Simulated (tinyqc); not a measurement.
Worked calculation: Ewald sum of point charges, fluorite, strained along z by a factor 1.02, lattice. Computed by tinyqc, a small Python program that keeps every step. Command: `OMP_NUM_THREADS=1 python tinyqc.py 26742 26743 out.jsonl` (the two numbers bound the seeds that draw the settings). One thread of a shared host (Intel(R) Xeon(R) Processor @ 2.60GHz), about 0.05 s of CPU time with the checks.

## Ewald sum with eta = 0.319 1/bohr

cell vectors (rows) (bohr):
```
          1         2         3
1  0.000000  4.725000  4.820000
2  4.725000  0.000000  4.820000
3  4.725000  4.725000  0.000000
```

Charges:
```
q                f1        f2        f3
4.000000   0.000000  0.000000  0.000000
-2.000000  0.250000  0.250000  0.250000
-2.000000  0.750000  0.750000  0.750000
```

Real space: 1/2 sum q_i q_j erfc(eta r)/r over all images with r > 0; reciprocal space: (2 pi/V) sum_(G != 0) exp(-G^2/4 eta^2)/G^2 |S(G)|^2 with S(G) = sum q exp(i G.r); self term -eta/sqrt(pi) sum q^2; background -pi Q^2/(2 V eta^2), Q the total charge.

Real-space shells (first ones):
```
r (bohr)   pairs  sum (hartree)
4.119577      16      -0.980305
4.725000       8       0.111878
4.820000       4       0.049245
6.682159      12       0.018487
6.749669      24       0.033093
7.849978      32      -0.006490
7.964654      16      -0.002625
8.239153      16       0.000783
9.450000      12       0.000102
9.640000       6       0.000034
10.308900     16      -0.000021
10.396488     32      -0.000034
```

Reciprocal shells (first ones that count):
```
G^2 (1/bohr^2)  vectors  sum (hartree)
1.308971              8       0.114545
1.699283              2       0.033822
1.768301              4       0.054866
4.707537              8       0.000008
4.845572             16       0.000010
5.235884              8       0.000007
8.244138             16       1.45e-09
8.382174              8       5.08e-10
8.565432              8       1.27e-09
8.772485              8       7.44e-10
8.841503              8       6.23e-10
```

## The total does not depend on eta

The same sums for other eta.

Totals (hartree per cell):
```
eta            real  reciprocal       self  background        total
0.319000  -0.775834    0.203258  -4.319435    0.000000  -4.89201141
0.549000  -0.020332    2.562083  -7.433762    0.000000  -4.89201141
0.692000  -0.000844    4.478893  -9.370061    0.000000  -4.89201141
```

shortest distance = 4.119577 bohr

Madelung constant -E d / (formula units |q+ q-|) = 2.519127
